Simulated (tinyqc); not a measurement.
Five-level k.p model folded onto the conduction band: sweeps and comparisons. A value that a table varies takes the place of the one given here.

For k along z and one spin sector the level c couples to four states. With c0 = hbar^2/2m0, P = sqrt(Ep c0), P2 = sqrt(Ep2 c0): diagonal Eg + (1 + Cm) c0 k^2 for c, and 0, -Dso, E7 + D2, E7 for lh, so, G8 up, G7 up (their own dispersion is left out); couplings of c: sqrt(2/3) P k to lh, sqrt(1/3) P k to so, sqrt(2/3) P2 k to G8 up, sqrt(1/3) P2 k to G7 up (phases chosen real).

Expanding E = H_cc + S(E) about Eg in powers of k^2, with s_n = sum_j H_cj^2/(Eg - H_jj)^n: order k^2: e2 = (1 + Cm) c0 k^2 + s1; order k^4: e4 = -s2 e2; order k^6: e6 = s3 e2^2 + s2^2 e2.

Second-order sums for the lowest conduction level at E: 1/m = 1 + Cm + (Ep/3)(2/E + 1/(E + Dso)) - (Ep2/3)(2/(E7 + D2 - E) + 1/(E7 - E)); g/2 = 1 + Cg - (Ep/3)(1/E - 1/(E + Dso)) - (Ep2/3)(1/(E7 - E) - 1/(E7 + D2 - E)). E is counted from the top of the valence band; E = Eg at the edge.

Constants: hbar^2/2m0 = 3.80998211 eV angstrom^2.

Inputs chosen for the exercise (near those of GaSb; not measured data):
```
symbol  value  unit  meaning
Eg      0.842  eV    gap at Gamma to the s-like level
Dso     0.788  eV    spin-orbit splitting
Ep      28.5   eV    Kane energy
E7      3.2    eV    upper Gamma7 conduction level, from the valence top
D2      0.31   eV    its spin-orbit splitting, Gamma8 above Gamma7
Ep2     2.2    eV    Kane energy to the upper levels
Cm      -3           remote term in 1/m
Cg      0            remote term in g/2
```

## How far the series holds

Energies from Eg; Pk/Eg measures the coupling.

Levels (eV):
```
k (1/angstrom),Pk/Eg,to k^2,to k^4,to k^6,exact
0.0121,0.150,0.0142,0.0140,0.0140,0.0140
0.0277,0.343,0.0746,0.0679,0.0691,0.0689
0.0433,0.536,0.1824,0.1424,0.1592,0.1535
0.0589,0.729,0.3375,0.2005,0.3071,0.2562
0.0745,0.922,0.5399,0.1893,0.6259,0.3688
0.0900,1.114,0.7880,0.0411,1.3984,0.4857
0.1056,1.307,1.0848,-0.3308,3.2108,0.6053
0.1212,1.500,1.4290,-1.0273,7.0678,0.7250
```

Within 2 % of the exact level stay: the k^2 term up to Pk/Eg = 0.15, the sum to k^4 up to Pk/Eg = 0.34, the sum to k^6 up to Pk/Eg = 0.34. In the last row the errors are +704, -1752 and +6343 meV: higher orders make it worse, since the series in k^2 converges only for Pk below about Eg/2 in the two-level limit E = Eg/2 + sqrt(Eg^2/4 + P^2 k^2).

## Mass and g factor above the band edge

The sums are evaluated at E = Eg + dE, as is done for confined or hot electrons.

Results:
```
dE (meV),m(E),g(E),m(E)/m(Eg),1 + dE/Eg
0,0.0392,-8.981,1.0000,1.0000
20,0.0401,-8.600,1.0241,1.0238
50,0.0415,-8.066,1.0605,1.0594
100,0.0439,-7.266,1.1216,1.1188
150,0.0463,-6.561,1.1834,1.1781
200,0.0488,-5.937,1.2460,1.2375
300,0.0538,-4.886,1.3739,1.3563
```

Over 300 meV the mass grows by 37.4 %, against 35.6 % for two levels alone, and g moves from -8.981 to -4.886, towards the free value 2.

## Six materials (three-level Kane formulas for mass and g factor)

1/m = 1 + (Ep/3)(2/Eg + 1/(Eg + Dso)), g = 2 - (2 Ep/3)(1/Eg - 1/(Eg + Dso)). The inputs are values chosen for the exercise.

Results:
```
case,Eg (eV),Dso (eV),Ep (eV),m (m0),g,Eg/Ep
A near GaSb,0.804,0.770,26.9,0.0345,-8.912,0.0299
B near CdTe,1.615,0.911,18.9,0.0885,-0.814,0.0854
C near Ge,0.908,0.288,25.8,0.0369,-2.561,0.0352
D near ZnSe,2.765,0.394,24.7,0.1046,1.257,0.1119
E near InP,1.429,0.107,21.1,0.0648,1.314,0.0677
F near InSb,0.238,0.812,23.3,0.0136,-48.472,0.0102
```

The mass follows the gap: m/(Eg/Ep) lies between 0.93 and 1.33, while m itself spans a factor of 7.7. The order by mass equals the order by gap. g is negative for A, B, C and F; it needs Ep Dso > 3 Eg (Eg + Dso). Where g is small, two larger terms cancel: 5 % in Ep moves g by (2 - g)/20, and the levels left out move it by tenths. Remote bands, left out here, make real masses heavier, by up to a half in the wider-gap crystals. All rows are for the Gamma valley, which is not the lowest one in GaP and Ge.

## What each parameter does

Mass and g at E = Eg. Each row changes one parameter from the base and keeps the others.

Results:
```
case,m (m0),g
base,0.03917,-8.9811
Eg = 0.758 eV,0.03524,-10.8438
Dso = 0.867 eV,0.03958,-9.5200
Ep = 31.35 eV,0.03525,-10.0720
E7 = 2.88 eV,0.03936,-9.0039
D2 = 0.279 eV,0.03918,-8.9747
Ep2 = 1.98 eV,0.03903,-8.9739
```

The largest shifts from the base row, up to three for each result and ties (the steps differ in size, so this ranks the rows, not the parameters). m (m0): Eg -0.00393, Ep -0.00392, Dso +0.00042. g: Eg -1.8627, Ep -1.0909, Dso -0.5388.

Run: tinyqc, `OMP_NUM_THREADS=1 python tinyqc.py 1051288 1051289 out.jsonl`; Intel(R) Xeon(R) Processor @ 2.30GHz, one thread, shared host; about 0.01 s of CPU time with all checks.
